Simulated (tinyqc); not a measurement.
Worked calculation: alloy A(1-x)B(x) by interpolation with bowing. Values are carried at full precision from step to step, so a last printed digit may differ when a step is redone from the rounded ones.

Each gap follows E(x) = (1 - x) E_A + x E_B - C x (1 - x); the lattice constant follows Vegard, a(x) = (1 - x) a_A + x a_B.

Constants: hc = 1239.841984 eV nm; kB = 8.617333262e-05 eV/K.

Values chosen for the exercise (A near AlAs, B near InAs; not measured data):
- a = (5.669, 6.06) angstrom (lattice constant of A, B)
- x = 0.06 (fraction of B)
- Eg = (3.086, 0.418) eV (gap at Gamma to the s-like level of A, B)
- EgX = (2.26, 1.452) eV (gap to the lowest valley along Gamma-X of A, B)
- EgL = (2.453, 1.118) eV (gap to L of A, B)
- C = (0.768, 0.08, 0.09) eV (bowing of the Gamma, X and L gaps)
- Dso = (0.276, 0.389) eV (spin-orbit splitting of A, B)
- Ep = (21.4, 21.8) eV (Kane energy of A, B)
- me = (0.1498, 0.0263) m0 (electron mass at Gamma of A, B)
- Cs = 0.17 eV (bowing of Dso)
- md = (0.1469, 0.98, 0.62) m0 (density-of-states masses of Gamma, all X and all L valleys)
- T = 300 K (temperature)

## Gaps and lattice constant at x

Also give the wavelength hc/E of the lowest gap.

a(x) = 5.6925 angstrom

linear parts (eV): Gamma 2.9259, X 2.2115, L 2.3729

bowing terms C x (1 - x) (eV): Gamma 0.0433, X 0.0045, L 0.0051

gaps (eV): Gamma 2.8826, X 2.2070, L 2.3678

wavelength of the lowest gap = 561.8 nm

The lowest valley is X, so the gap is indirect; the next, L, lies 161 meV higher.

## Where the valleys cross

The difference of two gaps is a quadratic q2 x^2 + q1 x + q0 with q2 = C_i - C_j, q1 = (E_B - E_A - C)_i - (E_B - E_A - C)_j, q0 = E_A,i - E_A,j; give its roots between 0 and 1 (a dash: none).

Crossings:
```
pair         q2      q1      q0  first root  second root
Gamma-X   0.688  -2.548   0.826      0.3590            -
Gamma-L   0.678  -2.011   0.633      0.3580            -
X-L      -0.010   0.537  -0.193      0.3618            -
```

The lowest valley changes at x = 0.359 (X to Gamma, gap 1.952 eV). The other crossings lie above the lowest valley.

## Electron mass of the alloy

Mass at Gamma from the Kane formula 1/m = F + Ep (Eg + 2 Dso/3)/(Eg (Eg + Dso)). F is fixed by the masses of A and B and interpolated linearly, as is Ep; Eg and Dso carry their bowing.

Compare with the linear interpolation of the masses.

F of A, B: -0.0692  -5.7505

Ep, Eg, Dso at x (eV): 21.4240  2.8826  0.2732

m(x) from the Kane formula = 0.1469 m0
m(x) linear = 0.1424 m0

The Kane value lies 3.2 % above the linear one. The Gamma valley is not the lowest at this x.

## Shares of the electrons in the valleys

Non-degenerate: n_i proportional to md_i^(3/2) exp(-E_i/kT).

md^(3/2): Gamma 0.0563, X 0.9702, L 0.4882

(E - E_min)/kT: Gamma 26.13, X 0.00, L 6.22

shares: Gamma 0.000, X 0.999, L 0.001

X holds most electrons (99.9 %).

## Checks

- The Gamma and X gaps at their crossing x = 0.3590 (eV): both 1.9515.
- The Gamma and L gaps at their crossing x = 0.3580 (eV): both 1.9544.
- The X and L gaps at their crossing x = 0.3618 (eV): both 1.9492.

tinyqc: `OMP_NUM_THREADS=1 python tinyqc.py 1051294 1051295 out.jsonl`; about 0.01 s, one thread, shared Intel(R) Xeon(R) Processor @ 2.30GHz.
